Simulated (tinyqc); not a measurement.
Which lattice a d-band metal prefers: Slater-Koster d bands of a bcc metal.

Slater-Koster d bands. For a bond with direction cosines (l, m, n) the 5 x 5 block is dds Ps + ddp Pp + ddd (1 - Ps - Pp), the projectors on sigma, pi and delta states about the bond; for instance <xy|xy> = 3 l^2 m^2 dds + (l^2 + m^2 - 4 l^2 m^2) ddp + (n^2 + l^2 m^2) ddd, <xy|yz> = 3 l m^2 n dds + l n (1 - 4 m^2) ddp + l n (m^2 - 1) ddd and <3z2-r2|3z2-r2> = (n^2 - (l^2 + m^2)/2)^2 dds + 3 n^2 (l^2 + m^2) ddp + (3/4)(l^2 + m^2)^2 ddd. H(k) sums the blocks times cos(k.R) over the neighbours; the d level is the zero of energy; k in 2 pi/a.

Mesh: k = f1 b1 + f2 b2 + f3 b3 with fractions (j + 1/2)/N, j = 0 to N - 1, and b = (-1,1,1), (1,-1,1), (1,1,-1) for fcc, (0,1,1), (1,0,1), (1,1,0) for bcc, unit vectors for simple cubic. The lowest Nd/10 of all levels are filled with two electrons each; the bond energy is their sum per atom.

Values chosen for the exercise (of the size met in W; shifted at random, so the results belong to these values and not to a real crystal): dds = -1.437 eV (dd sigma); ddp = 0.675 eV (dd pi); ddd = -0.216 eV (dd delta); f2 = 0.487 (factor on all three integrals for second neighbours); N = 8 (mesh).

fcc has twelve neighbours, bcc eight and six (the six times f2), simple cubic six. The integrals of bcc and sc are scaled so that all three have the second moment of fcc, which stands for equal repulsion (structural energy difference theorem). s and p electrons are left out.

Bond energy per atom:
```
Nd  fcc (eV)  bcc - fcc (meV)  sc - fcc (meV)
1     -4.304              282            -430
2     -7.446              148            -219
3     -9.790             -301             204
4    -11.430             -519             877
5    -11.968               -4            1074
6    -11.348              505             795
7     -9.671              502              85
8     -7.260              182            -405
9     -4.016             -226            -718
```

scale factors: bcc 1.1285, sc 1.4142

mu3/mu2^1.5: fcc -0.078, bcc -0.076, sc 0.000

mu4/mu2^2: fcc 1.776, bcc 1.702, sc 2.646

largest change of a difference when N is raised to 14 = 75 meV

fcc is lowest for Nd = 6 and 7. bcc is lowest for Nd = 3, 4 and 5. sc is lowest for Nd = 1, 2, 8 and 9. bcc gains most on fcc at Nd = 4 (-519 meV). A small fourth moment marks a two-peaked band, which tends to favour fillings near one half; bcc has -4 % against fcc, and at Nd = 5 it lies -4 meV from fcc (differences of a few tens of meV are within the error of the mesh; hcp is left out, and this d-only model can miss the lattice of the real metal). The third moments, from three-membered rings, skew the bands. That simple cubic wins anywhere comes from keeping d bands and equal second moments alone; no transition metal takes it. Differences below about 75 meV are within the error of this mesh, and the s and p electrons left out weigh most where the d band is nearly empty or full.

Computed by tinyqc, a small Python program: `OMP_NUM_THREADS=1 python tinyqc.py 1480609 1480610 out.jsonl` (the numbers bound the seed that draws the inputs); one thread of a shared host (Intel(R) Xeon(R) Processor @ 2.30GHz), about 0.04 s for the whole set of steps.
